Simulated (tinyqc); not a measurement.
Inside a calculation: carrier statistics of a doped semiconductor with parabolic bands. Values are carried at full precision from step to step, so a last printed digit may differ when a step is redone from the rounded ones.

Constants: kB = 8.617333262e-05 eV/K; hbar^2/2m0 = 3.80998211 eV angstrom^2.

Parameters, chosen for this exercise (near those of SiC; not measured data):
- Eg0 = 3.245 eV (gap at 0 K)
- al = 0.000665 eV/K (Varshni alpha)
- be = 1233 K (Varshni beta)
- T = 300 K
- ml = 0.339 m0 (longitudinal electron mass)
- mt = 0.401 m0 (transverse electron mass)
- Mv = 3 (equivalent valleys)
- mhh = 1.05 m0 (heavy-hole mass)
- mlh = 0.432 m0 (light-hole mass)
- ND = 2e+12 1/cm^3 (donors)
- NA = 3.6e+14 1/cm^3 (acceptors)
- ED = 0.0636 eV (donor level below Ec)
- EA = 0.192 eV (acceptor level above Ev)

## Gap and thermal energy

Eg(T) = Eg0 - al T^2/(T + be) (Varshni).

Eg = 3.20596 eV
kT = 0.025852 eV

The gap has shrunk by 39.0 meV from 0 K and is 124.0 kT wide.

## Effective densities of states

m_de = Mv^(2/3) (ml mt^2)^(1/3); m_dh = (mhh^(3/2) + mlh^(3/2))^(2/3); N = 2 (m kB T/(4 pi c))^(3/2) with c = hbar^2/2m0, in 1/angstrom^3; times 1e24 for 1/cm^3.

m_de = 0.7887 m0
m_dh = 1.2274 m0
Nc = 1.7577e+19 1/cm^3
Nv = 3.4125e+19 1/cm^3

The light holes supply 20.9 % of Nv, and Nc/Nv = 0.515.

## Intrinsic density and level

With Boltzmann statistics ni = sqrt(Nc Nv) exp(-Eg/2kT) and Ei = Eg/2 + (kT/2) ln(Nv/Nc), counted from Ev.

ni = 2.88e-08 1/cm^3
Ei = 1.6116 eV

Ei lies 8.6 meV above midgap, towards the band with the smaller density of states.

## Neutrality by bisection

Energies are counted from Ev, so Ec = Eg. n = Nc F_1/2((EF - Eg)/kT), p = Nv F_1/2(-EF/kT), ND+ = ND/(1 + 2 exp((EF - Eg + ED)/kT)), NA- = NA/(1 + 4 exp((EA - EF)/kT)); neutrality asks p + ND+ = n + NA-. F_j(eta) = (1/Gamma(j + 1)) integral_0^infinity x^j dx/(1 + exp(x - eta)), which tends to exp(eta) for eta << 0.

Start from the bracket [-0.2 eV, Eg + 0.2 eV]; at the midpoint EF take the sign of p + ND+ - n - NA-; where it is positive EF must rise. Fourteen steps are shown.

Bisection (eV, 1/cm^3):
```
step       low     high       EF         n         p       ND+       NA-  sign
1     -0.20000  3.40596  1.60298  2.07e-08  4.02e-08  2.00e+12  3.60e+14     -
2     -0.20000  1.60298  0.70149  1.48e-23  5.60e+07  2.00e+12  3.60e+14     -
3     -0.20000  0.70149  0.25074  3.98e-31  2.09e+15  2.00e+12  2.55e+14     +
4      0.25074  0.70149  0.47612  2.43e-27  3.42e+11  2.00e+12  3.60e+14     -
5      0.25074  0.47612  0.36343  3.11e-29  2.68e+13  2.00e+12  3.58e+14     -
6      0.25074  0.36343  0.30709  3.52e-30  2.37e+14  2.00e+12  3.44e+14     -
7      0.25074  0.30709  0.27892  1.18e-30  7.04e+14  2.00e+12  3.16e+14     +
8      0.27892  0.30709  0.29300  2.04e-30  4.08e+14  2.00e+12  3.33e+14     +
9      0.29300  0.30709  0.30005  2.68e-30  3.11e+14  2.00e+12  3.39e+14     -
10     0.29300  0.30005  0.29652  2.34e-30  3.56e+14  2.00e+12  3.36e+14     +
11     0.29652  0.30005  0.29828  2.50e-30  3.33e+14  2.00e+12  3.38e+14     -
12     0.29652  0.29828  0.29740  2.42e-30  3.44e+14  2.00e+12  3.37e+14     +
13     0.29740  0.29828  0.29784  2.46e-30  3.38e+14  2.00e+12  3.37e+14     +
14     0.29784  0.29828  0.29806  2.48e-30  3.36e+14  2.00e+12  3.38e+14     -
```

Each step halves the bracket, which is 0.440 meV wide at the last row.

## The neutral state

Solve the neutrality condition for EF to convergence.

EF = 0.2981 eV
n = 2.48e-30 1/cm^3
p = 3.36e+14 1/cm^3
ND+ = 2.00e+12 1/cm^3
NA- = 3.38e+14 1/cm^3

The material is p-type; 93.8 % of the acceptors are ionised. EF lies 11.53 kT inside the gap from the valence edge, so Boltzmann statistics would serve; n p/(Nc Nv exp(-Eg/kT)) = 1.000.

## Checks

- F_1/2(1) by the trapezoid rule against adaptive quadrature: both 1.575641.
- Positive against negative charge at the solution (1/cm^3): both 3.37672e+14.

tinyqc: `OMP_NUM_THREADS=1 python tinyqc.py 1652517 1652518 out.jsonl`; about 0.01 s, one thread, shared Intel(R) Xeon(R) Processor @ 2.30GHz.
